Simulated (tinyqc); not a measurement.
Current of a Schottky diode by thermionic-emission-diffusion theory, and its read-back from I-V-T and C-V data: one step, computed by the program tinyqc.

Full ionisation, no tunnelling, no recombination current. V is the voltage across the junction itself, forward positive.

Question. Barrier at the given bias. N_c(T) = N_c (T/300 K)^(3/2); V_bi = phi_0 - (k_B T/e) ln(N_c(T)/N); surface field F = sqrt(2 e N (V_bi - V - k_B T/e)/(eps eps_0)); image lowering d_phi = sqrt(e F/(4 pi eps eps_0)); effective barrier phi = phi_0 - d_phi - sigma^2 (1 - rho V)/(2 k_B T).

Inputs (values chosen for the exercise, modelled on n-type Ga2O3):
```
quantity                                     value          unit
Richardson constant A*                        33.5  A/(cm^2 K^2)
effective density of states at 300 K, N_c  3.7e+18        1/cm^3
permittivity eps                              10.2             -
mobility mu                                    150    cm^2/(V s)
barrier without image force phi_0 (mean)      1.11            eV
doping N                                   1.3e+17        1/cm^3
junction voltage V                            0.43             V
temperature T                                  250             K
standard deviation sigma                       110           meV
relative change of sigma^2 with bias, rho     0.59           1/V
```

Barrier: Gaussian spread of heights.

Constants: k_B = 8.617333262e-05 eV/K; e = 1.602176634e-19 C; eps_0 = 8.8541878128e-12 F/m.

Give: built-in voltage V_bi; surface field F; image lowering; effective barrier phi.

Answer.

built-in voltage V_bi = 1.044 V

surface field F = 165.3 kV/cm

image lowering = 48.30 meV

effective barrier phi = 0.8521 eV

Caution: the current comes from the far low tail of the Gaussian, where pinch-off of small patches makes the formula unreliable.
